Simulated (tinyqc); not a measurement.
From results to parameters: Morse oscillator. Computed by the program tinyqc.

Problem. A Morse oscillator has levels we (n + 1/2) - wexe (n + 1/2)^2 with wexe = we^2/(4 De) and we = a sqrt(2 De/m) in atomic units (1 hartree = 219474.63 cm^-1 = 27.211386 eV, 1 u = 1822.888 electron masses). Find we, wexe, De and a.

spacings 0-1 and 1-2 (cm^-1): 1195.770811  1144.419111
reduced mass = 4.530008 u

Solution. The spacings are we - 2 wexe and we - 4 wexe, so their difference is 2 wexe; De = we^2/(4 wexe) and a = sqrt(2 m wexe).

we, wexe (cm^-1): 1247.1225  25.6758
De = 1.878 eV
a = 1.390 1/bohr
